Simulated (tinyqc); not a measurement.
Worked calculation: ballistic transport through the one-dimensional subbands of a rectangular nanowire or nanosheet channel. Computed by tinyqc, a small Python program that keeps every step. Command: `OMP_NUM_THREADS=1 python tinyqc.py 3004612 3004613 out.jsonl wire walk`. One thread of a shared host (Intel(R) Xeon(R) Processor @ 2.30GHz), about 0.02 s of CPU time with the checks. Intermediate numbers are printed to about 6 digits and carried at full precision; extremes and crossings named in words are read from the listed rows.

Hard walls, parabolic subbands, transport along x. Energies are counted from the bulk conduction band edge at the top of the barrier, which the gate pulls down by U; the source Fermi level lies at the bulk edge when U = 0.

Inputs (values chosen for the exercise, modelled on GaAs): mass m = 0.064 m_0; height a = 8.4 nm; width b = 17 nm; equivalent oxide thickness t = 1.4 nm; gate voltage above flat band V_G = 0.49 V; drain voltage V_D = 0.01 V; temperature T = 300 K; mean free path for back-scattering lambda = 38 nm; channel length L = 40 nm.

Valleys: single isotropic valley.

Constants: hbar^2/(2 m_0) = 3.80998212 eV angstrom^2; k_B = 8.617333262e-05 eV/K; m_0 = 9.1093837015e-31 kg; k_B = 1.380649e-23 J/K; hbar = 1.054571817e-34 J s; eps_0 = 8.8541878128e-12 F/m; e = 1.602176634e-19 C; h = 6.62607015e-34 J s.

## Subbands

E_pq = (hbar^2 pi^2/2)(p^2/(m_y b^2) + q^2/(m_z a^2)); m_x = m_y = m_z = m, degeneracy g = 1; the 10 lowest subbands are kept.

Subbands:
```
valley axis  p  q  E (meV)  m_x (m_0)
-            1  1  103.600      0.064
-            2  1  164.591      0.064
-            3  1  266.242      0.064
-            1  2  353.407      0.064
-            4  1  408.555      0.064
-            2  2  414.398      0.064
-            3  2  516.050      0.064
-            5  1  591.528      0.064
-            4  2  658.362      0.064
-            1  3  769.753      0.064
```

The second subband lies 61.0 meV, or 2.36 k_B T, above the first.

## Self-consistent barrier

F_j(eta) = (1/Gamma(j + 1)) int_0^infinity x^j/(1 + exp(x - eta)) dx, F_0 = ln(1 + exp(eta)). Integrals over x = E/(k_B T) use 160 Gauss-Legendre points in u = sqrt(x) from 0 to sqrt(max(eta, 0) + 32). With degeneracy g = 1, eta_i = (U - E_i)/(k_B T) and u = e V_D/(k_B T): line density n = sum_i g sqrt(2 m_x k_B T/pi)/(2 hbar) [F_-1/2(eta_i) + F_-1/2(eta_i - u)]; gate: e n = C_ox (V_G - U/e), C_ox = 3.9 eps_0 2 (a + b)/t (flat-plate estimate); I = (2 e k_B T/h) sum_i g [F_0(eta_i) - F_0(eta_i - u)].

C_ox = 1252.99 aF/micrometre

U = 353.652 meV

Occupation:
```
subband         eta_i   n_i (1/nm)  I_i (microampere)
1         9.67246e+00  4.06441e-01        7.74750e-01
2         7.31322e+00  3.50733e-01        7.74179e-01
3         3.38115e+00  2.25609e-01        7.43934e-01
4         9.47417e-03  6.34367e-02        3.51986e-01
5        -2.12374e+00  1.10055e-02        6.98340e-02
6        -2.34977e+00  8.89966e-03        5.67520e-02
7        -6.28183e+00  1.84380e-04        1.19966e-03
8        -9.20146e+00  9.95884e-06        6.48223e-05
9        -1.17867e+01  7.50701e-07        4.88643e-06
10       -1.60955e+01  1.00970e-08        6.57228e-08
```

line density n = 1.06632 1/nm

ballistic current I = 2.77270 microampere

mean velocity I/(e n) = 0.162295 1e7 cm/s

4 of the subbands lie below the source Fermi level; the lowest carries 28 % of the current with 38 % of the charge. The gate spends 72 % of V_G on moving the bands.

## Conductance, capacitance and scattering

Linear conductance G = (2 e^2/h) sum_i g f(eta_i), g = 1, f = 1/(1 + exp(-eta_i)), with the barrier frozen at the eta_i above; current per perimeter I/(2(a + b)); with scattering, transmission lambda/(lambda + L) and low-bias resistance (1 + L/lambda)/G.

open modes sum g f = 3.66462

ballistic conductance = 283.938 microsiemens

current per perimeter = 54.5808 microampere/micrometre

transmission = 0.487179

low-bias resistance with scattering = 7.22915 kiloohm

Even without scattering the wire has h/(2 e^2 M) = 3.52 kiloohm, which sits in the contacts.

## Gate sweep

Open modes are sum_i g/(1 + exp(-eta_i)). The last column is e dn/dV_G over C_ox, taken up to the next row.

Against the gate voltage:
```
V_G (V)   U (meV)     n (1/nm)  I (microampere)   open modes     C_g/C_ox
-0.200   -200.000  8.59219e-07      5.59279e-06  8.70413e-06  5.79293e-05
-0.096    -96.006  4.79754e-05      3.12251e-04  4.85930e-04  5.00359e-03
0.024      23.393  4.74369e-03      3.05986e-02  4.73187e-02  1.37719e-01
0.150     132.041  1.40451e-01      7.02592e-01  9.77190e-01  3.08396e-01
0.250     201.201  3.81634e-01      1.40261e+00  1.86044e+00  3.41854e-01
0.380     286.760  7.29189e-01      2.09679e+00  2.76575e+00  4.01554e-01
0.520     370.543  1.16884e+00      3.01251e+00  3.98774e+00  4.96808e-01
0.680     451.053  1.79049e+00      4.35467e+00  5.69945e+00  5.06208e-01
0.850     534.998  2.46350e+00      5.19270e+00  6.76720e+00  5.20724e-01
1.100     654.817  3.48159e+00      6.45163e+00  8.39297e+00            -
```

Between the first two rows the current rises one decade per 60 mV, against the limit ln(10) k_B T/e = 60 mV. Above threshold C_g/C_ox lies between 0.31 and 0.52: the quantum capacitance in series costs much, since the density of states of these subbands is small.

Checks made by the program: density of the lowest subband against a direct sum over k (relative difference 1e-09).
